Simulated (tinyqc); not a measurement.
Changing the LO phonon energy hbar omega: Froehlich polaron in a polar crystal. Computed by tinyqc, a small Python program. Command: `OMP_NUM_THREADS=1 python tinyqc.py 3031524 3031525 out.jsonl frohlich sweep`. One thread of a shared host (Intel(R) Xeon(R) Processor @ 2.30GHz), about 0.1 s of CPU time with the checks.

One electron in a parabolic band of mass m*, coupled to dispersionless LO phonons in the continuum model. Energies are in units of hbar omega unless marked, wave numbers in k_0 = sqrt(2 m* omega/hbar).

Inputs (values chosen for the exercise, for a model crystal):
```
quantity                          value  unit
band mass m*                      0.251   m_0
eps_inf                            5.21     -
static dielectric constant eps_s   12.4     -
temperature T                       400     K
```

Constants: hbar^2/(2 m_0) = 3.80998212 eV angstrom^2; e^2/(4 pi eps_0) = 14.39964548 eV angstrom; k_B = 8.617333262e-05 eV/K; hbar = 6.582119569e-16 eV s; e = 1.602176634e-19 C; m_0 = 9.1093837015e-31 kg.

Method:
- 1/eps* = 1/eps_inf - 1/eps_s; k_0 = sqrt(2 m* omega/hbar) = sqrt(m* hbar omega / (hbar^2/(2 m_0))) with m* in m_0; alpha = (e^2/(4 pi eps_0)) k_0/(2 eps* hbar omega); polaron length 1/k_0.
- Feynman's bound: E(v, w) = 3 (v - w)^2/(4 v) - (alpha v/sqrt(pi)) int_0^infinity e^-u D(u)^(-1/2) du, D = w^2 u + ((v^2 - w^2)/v)(1 - e^(-v u)); integrals by 80 Gauss-Legendre points in s from 0 to 1 with u = 40 s^2.
- Minimise over v > w > 0 (simplex search); mass m_p/m* = 1 + (alpha v^3/(3 sqrt(pi))) int u^2 e^-u D^(-3/2) du.
- Scattering by absorption of an LO phonon: 1/tau = 2 alpha omega n, n = 1/(exp(hbar omega/(k_B T)) - 1); mu = e tau/m*, the weak-coupling result for k_B T well below hbar omega.

One run for each value; columns: (1) LO phonon energy hbar omega (meV); (2) coupling constant alpha; (3) polaron energy, Feynman (meV); (4) mobility (cm^2/(V s)); (5) polaron length 1/k_0 (angstrom):
```
(1)     (2)      (3)     (4)     (5)
8    2.2994  -18.992    32.7  43.559
12   1.8775  -23.111    42.6  35.566
18   1.5330  -28.162    57.3  29.039
28   1.2291  -34.973    84.0  23.283
43   0.9918  -43.199   134.2  18.788
65   0.8067  -52.980   245.9  15.282
99   0.6537  -65.253   594.2  12.382
150  0.5310  -80.192  2218.0  10.060
```

Over the rows, coupling constant alpha falls from 2.30 to 0.531 (exponent d ln y / d ln x about -0.50 throughout); polaron energy, Feynman (meV) falls from -19.0 to -80.2 (exponent d ln y / d ln x about 0.49 throughout); mobility (cm^2/(V s)) rises from 32.7 to 2220 (exponent d ln y / d ln x 0.65 between the first rows and 3.2 between the last). The exponent of coupling constant alpha stays at -0.50: alpha goes as omega^(-1/2). Alpha falls as omega^(-1/2), yet alpha hbar omega rises as omega^(1/2); the mobility climbs steeply because stiff phonons are exponentially rare at this T.

Caution (rows 8.00, 12.0, 18.0, 28.0, 43.0, 65.0, 99.0): this mobility formula holds for weak coupling and k_B T well below hbar omega, and it leaves out all other scattering.
